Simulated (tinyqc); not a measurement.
## Capacitances against the distance to each plane

Endless row of lines of width wl, height tl and space sl between grounded planes at distance hd; e2 fills the gaps beside the lines, e1 the rest. Laplace's equation is solved on meshes of 3, 6 and 12 steps per unit u and extrapolated (Aitken), which is good to about 0.2 %. C_even (all lines at 1 V) is the capacitance Cg to the planes; C_odd (neighbours in antiphase) = Cg + 4 Cc if only nearest neighbours couple, which defines Cc; total with quiet neighbours Cg + 2 Cc. Plate values 2 eps0 e1 wl/hd and eps0 e2 tl/sl.

Inputs (values chosen for the exercise):
- e1 = 3 (relative permittivity above and below the lines)
- e2 = 2.7 (relative permittivity between the lines)
- wl = 4 u (line width, in units u)
- tl = 6 u (line height)
- sl = 4 u (space between lines)

Constants: eps0 = 8.8541878128e-12 F/m. Results are converted to the units shown.

The same in every row: plate Cc (aF/um) = 35.9.

Capacitances against the distance to each plane:
```
hd (u),Cg (aF/um),Cc (aF/um),Cg + 2 Cc (aF/um),C_odd (aF/um),plate Cg (aF/um),"share of coupling, 2 Cc/(Cg + 2 Cc) (%)"
2,181,31.9,245,309,106,26.1
3,127,37.4,201,276,70.8,37.2
4,97.5,41.6,181,264,53.1,46.1
5,79.3,44.9,169,259,42.5,53.1
6,66.8,47.4,162,257,35.4,58.7
8,50.8,51.1,153,255,26.6,66.8
10,41.0,53.4,148,255,21.3,72.3
```

Read the table: what changes, and by how much?

As hd goes from 2 to 10, Cg falls from 181 to 41.0 aF/um, Cc rises from 31.9 to 53.4 aF/um and the share of coupling rises from 26.1 to 72.3 %. Cg is 1.70 times its plate value in the first row and 1.93 times in the last; for Cc the ratios are 0.890 and 1.49. Neighbours in antiphase raise the load by a factor of 1.26 and 1.72 over quiet ones. For hd = 8, 10 the planes are farther than 0.8 of the pitch, so second neighbours couple too and Cg + 2 Cc understates the quiet load by a per cent or more.

tinyqc, about 0.9 s, one thread, Intel Xeon 2.30GHz (shared host): `OMP_NUM_THREADS=1 python tinyqc.py 2790192 2790193 out.jsonl`
